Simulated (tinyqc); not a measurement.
Donor or exciton in a quantum well (variational effective-mass method): one step, computed by the program tinyqc. Command: `OMP_NUM_THREADS=1 python tinyqc.py 3027823 3027824 out.jsonl welldonor walk`. One thread of a shared host (Intel(R) Xeon(R) Processor @ 2.30GHz), about 0.1 s of CPU time with the checks.

H = -nabla^2 - 2/|r - r_i| + V(z) in effective units; trial function psi = f(z) exp(-|r - r_i|/lambda), f the ground state of the well. Mass and screening are the same in well and barrier; l = L/a* is the width in effective units. Bands are flat: no polarisation or applied field.

Question. Binding at the trial radius. k solves k tan(k l/2) = sqrt(v - k^2), v = V_0/Ry*, 0 < k l/2 < pi/2 (bisection); f = cos(k z) inside and cos(k l/2) exp(-kappa (|z| - l/2)) outside, kappa = sqrt(v - k^2); subband energy k^2 Ry*. Binding E_b(lambda) = -1/lambda^2 + 4 A/(lambda B), with A = int f^2 exp(-2 s/lambda) dz, B = int f^2 exp(-2 s/lambda)(1 + 2 s/lambda) dz and s = |z - z_i|; 40 Gauss-Legendre points on each piece between the walls at z = -l/2 and l/2 and z_i, and out to 12/(kappa + 1/lambda) beyond the walls.

Inputs (values chosen for the exercise, for a model semiconductor): trial radius lambda = 0.41 a*; donor position z_i/L from the centre = 0.3; barrier height V_0 = 0.13 eV.

Centre: donor. Barriers: finite.

l = 1.398397

Ry* = 13.52891 meV

Give: A; B; E_b(lambda).

Answer.

A = 0.2482 a*

B = 0.4673 a*

E_b(lambda) = -0.7673 Ry*
